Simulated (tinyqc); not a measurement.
Deformation potentials from a strained empirical pseudopotential: one step. Form factors, unstrained and under a volume change. Two cases, with inputs chosen for the exercise.

Task: q^2 = n (2 pi/a)^2 a0^2 for the shells n = 3, 8, 11; for e = h 1, q^2 is divided by (1 + h)^2 and V by (1 + h)^3. Last column: the change divided by the relative change of volume, (1 + h)^3 - 1.

Diamond lattice, no spin-orbit coupling. Atomic form factor V(q) = a1 (q^2 - a2)/(a3 exp(a4 q^2) - 1) in rydberg with q in 1/bohr, for the unstrained cell. Under a strain e the reciprocal vectors and k go over into (1 + e)^(-1) G, the atoms sit at +/- tau with tau = (1 + e) a (1,1,1)/8 - zeta a (eyz, ezx, exy)/4, and H(G,G') = c |k + G|^2 delta + (V(q)/det(1 + e)) cos(q.tau), q = G - G', with the term q = 0 left out; c = hbar^2/2m0. The basis is fixed before straining: all G with |k + G|^2 up to 16 (2 pi/a)^2. k is given in units of 2 pi/a of the unstrained cell.

Constants: a0 (Bohr radius) = 0.5291772105 angstrom.

Case 1.

Values chosen (out of a larger set: a germanium-sized cell with gaps well above those of Ge; not measured data): a = 5.659 angstrom (lattice constant); A = (0.395, 2.412, 2.053, 0.455) (a1 (Ry bohr^2), a2 (1/bohr^2), a3, a4 (bohr^2)); h = 0.001 (size of the test strain).

Case 2.

Values chosen (out of a larger set: a germanium-sized cell with gaps well above those of Ge; not measured data): a = 5.657 angstrom (lattice constant); A = (0.4, 2.411, 2.071, 0.457) (a1 (Ry bohr^2), a2 (1/bohr^2), a3, a4 (bohr^2)); h = 0.004 (size of the test strain).

Give: Form factors.

Result:

Case 1.

Form factors:
```
n,q^2 (1/bohr^2),V (Ry),V expanded (Ry),dV/(dVol/Vol) (Ry)
3,1.03563,-0.23754,-0.23750,0.0114
8,2.76168,0.02223,0.02188,-0.1174
11,3.79730,0.05184,0.05160,-0.0811
```

Case 2.

Form factors:
```
n,q^2 (1/bohr^2),V (Ry),V expanded (Ry),dV/(dVol/Vol) (Ry)
3,1.03636,-0.23644,-0.23629,0.0119
8,2.76363,0.02231,0.02091,-0.1160
11,3.79999,0.05164,0.05067,-0.0801
```

Computed by tinyqc, one run a case: `OMP_NUM_THREADS=1 python tinyqc.py N N+1 out.jsonl` with N = 1880489, 1880693; one thread of a shared Intel(R) Xeon(R) Processor @ 2.30GHz, about 0.2 s a run at most.
